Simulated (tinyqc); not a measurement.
Worked calculation: bound state in one dimension: Numerov shooting, finite differences, DVR. Computed by tinyqc, a small Python program that keeps every step. Settings: points = 96. Command: `OMP_NUM_THREADS=1 python tinyqc.py 25591 25592 out.jsonl` (the two numbers bound the seeds that draw the settings). One thread of a shared host (Intel(R) Xeon(R) Processor @ 2.60GHz), about 0.01 s of CPU time with the checks.

## Numerov steps at E = 0.1

One particle of mass 1 in V = 5.44 (x^2 - 1.45^2)^2 / 1.45^4 (atomic units), psi = 0 at both ends:

| parameter | value |
|---|---|
| left end | -3.400000 |
| right end | 3.400000 |
| intervals | 96 |
| h | 0.070833 |
| state sought (nodes) | 2 |

k_i = 2 m (E - V_i); (1 + h^2 k_(i+1)/12) y_(i+1) = 2 (1 - 5 h^2 k_i/12) y_i - (1 + h^2 k_(i-1)/12) y_(i-1), from y_0 = 0, y_1 = 0.001.

Points along the way:

| i | x | V | k | y |
|---|---|---|---|---|
| 0 | -3.400000 | 110.072693 | -219.945385 | 0.000000 |
| 1 | -3.329167 | 99.257160 | -198.314319 | 0.001000 |
| 2 | -3.258333 | 89.210972 | -178.221943 | 0.003057 |
| 3 | -3.187500 | 79.899555 | -159.599111 | 0.008009 |
| 4 | -3.116667 | 71.289081 | -142.378162 | 0.019707 |
| 5 | -3.045833 | 63.346462 | -126.492923 | 0.046110 |
| 32 | -1.133333 | 0.823555 | -1.447110 | 607.180864 |
| 33 | -1.062500 | 1.166494 | -2.132988 | 658.254857 |
| 34 | -0.991667 | 1.541213 | -2.882425 | 716.430176 |
| 35 | -0.920833 | 1.936930 | -3.673860 | 785.032705 |
| 36 | -0.850000 | 2.343608 | -4.487217 | 868.186332 |
| 37 | -0.779167 | 2.751954 | -5.303909 | 970.987752 |

## Bisection on the node count

With more sign changes than the state has nodes (the last point included) the energy is too high, else too low; the bracket starts as 0.1 to 12.

Trials:

| trial | E | sign changes | y at the right end | next |
|---|---|---|---|---|
| 1 | 6.05000000 | 3 | -1.37e+05 | lower |
| 2 | 3.07500000 | 2 | 3.83e+07 | raise |
| 3 | 4.56250000 | 2 | 5.69e+06 | raise |
| 4 | 5.30625000 | 3 | -9.60e+04 | lower |
| 5 | 4.93437500 | 2 | 1.60e+06 | raise |
| 6 | 5.12031250 | 2 | 5.15e+05 | raise |
| 7 | 5.21328125 | 2 | 1.59e+05 | raise |
| 8 | 5.25976562 | 2 | 2.00e+04 | raise |
| 9 | 5.28300781 | 3 | -4.08e+04 | lower |
| 10 | 5.27138672 | 3 | -1.11e+04 | lower |
| 11 | 5.26557617 | 2 | 4.25e+03 | raise |
| 12 | 5.26848145 | 3 | -3.48e+03 | lower |
| 13 | 5.26702881 | 2 | 3.75e+02 | raise |
| 14 | 5.26775513 | 3 | -1.55e+03 | lower |
| ... | ... | ... | ... | ... |
| 29 | 5.26716998 | 2 | 1.54e-02 | raise |
| 30 | 5.26716999 | 3 | -1.41e-02 | lower |
| 31 | 5.26716999 | 2 | 6.65e-04 | raise |

eigenvalue = 5.26716999 hartree

## The same grid by other methods

Three-point finite differences and the sine-DVR kinetic matrix of Colbert and Miller on the same points.

Lowest levels (hartree):

| state | finite differences | DVR |
|---|---|---|
| 0 | 2.111135 | 2.113780 |
| 1 | 2.155428 | 2.158114 |
| 2 | 5.261652 | 5.267190 |
| 3 | 6.177173 | 6.190340 |
| 4 | 8.370641 | 8.395643 |
